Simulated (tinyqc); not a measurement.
Charge-trap memory cell: two steps of the calculation.

Channel, tunnel oxide, storage layer, blocking layer, gate. N electrons per area sit in a sheet at the centroid and shift the threshold by U = (q/eps0) N (tb/eb + xc tn/en). EOT = t1 + 3.9 (tn/en + tb/eb); tunnel field F = (Vg - U)/EOT; dN/dt = eta (J/q)(1 - N/Nm). Fowler-Nordheim: J = A F^2 exp(-B/F), A = q^2/(16 pi^2 hbar mo phi) (times 1e14 for A/cm^2 with F in V/nm, emitter mass m0), B = (4/3) sqrt(mo/C) phi^1.5, C = hbar^2/(2 m0).

Values chosen for this exercise; oxide values close to those of silicon dioxide, storage layer close to silicon nitride, blocking layer close to silicon dioxide:
- phi = 3.08 eV (tunnel barrier)
- mo = 0.43 m0 (tunnelling mass)
- t1 = 4.7 nm (tunnel oxide (permittivity 3.9))
- tn = 8.4 nm (storage layer)
- en = 7.2 (its relative permittivity)
- tb = 7.7 nm (blocking layer)
- eb = 3.9 (its relative permittivity)
- xc = 0.65 (charge centroid, share of tn counted from the blocking side)
- eta = 0.95 (capture efficiency of an empty layer)
- Nm = 6.6e12 cm^-2 (trap density)
- Vg = 19 V (gate voltage less flat band and surface potential)
- d0 = 3.7e-7 s (first time step)
- gr = 1.6 (growth of the step)
- n = 8 (steps)

Constants: q = 1.602176634e-19 C, hbar = 1.054571817e-34 J s, m0 = 9.1093837015e-31 kg, eps0 = 8.8541878128e-14 F/cm where lengths are in cm, hbar^2/(2 m0) = 0.0380998212 eV nm^2. Results are converted to the units shown.

Task 1. Constants of the stack. EOT, the shift for 1e12 electrons per cm^2, the shift with all traps full, and the starting field, current and rate.

Give: EOT; shift for 1e12 cm^-2; shift with all traps full; F(0); J(0); dN/dt at the start.

Result 1.

EOT = 16.95 nm
shift for 1e12 cm^-2 = 0.4945 V
shift with all traps full = 3.264 V
F(0) = 1.121 V/nm
J(0) = 0.06086 A/cm^2
dN/dt at the start = 3.609e17 cm^-2 s^-1

Task 2. Midpoint steps of growing length. N(half) = N + (d/2) r(N), N(new) = N + d r(N(half)), r = dN/dt; the step starts at d0 and is multiplied by gr each time. Field in the blocking layer (3.9 F + q N/eps0)/eb.

Give: t; N; U; F; blocking field.

Result 2.

```
step      t (s)  N (cm^-2)   U (V)  F (V/nm)  blocking field (V/nm)
0             0          0  0.0000    1.1209                 1.1209
1     3.7000e-7  1.2685e11  0.0627    1.1172                 1.1231
2     9.6200e-7  3.0659e11  0.1516    1.1120                 1.1262
3     1.9092e-6  5.4906e11  0.2715    1.1049                 1.1304
4     3.4247e-6  8.5784e11  0.4242    1.0959                 1.1357
5     5.8496e-6  1.2280e12  0.6072    1.0851                 1.1421
6     9.7293e-6  1.6471e12  0.8145    1.0729                 1.1493
7     1.5937e-5  2.0993e12  1.0381    1.0597                 1.1571
8     2.5869e-5  2.5691e12  1.2704    1.0460                 1.1652
```

Range of the model: The Fowler-Nordheim form needs F t1 above phi; trap-assisted paths and leakage through the blocking layer are left out.

Numbers from tinyqc (`OMP_NUM_THREADS=1 python tinyqc.py 2130171 2130172 out.jsonl`; about 0.06 s on one thread of a shared Intel Xeon 2.30GHz).
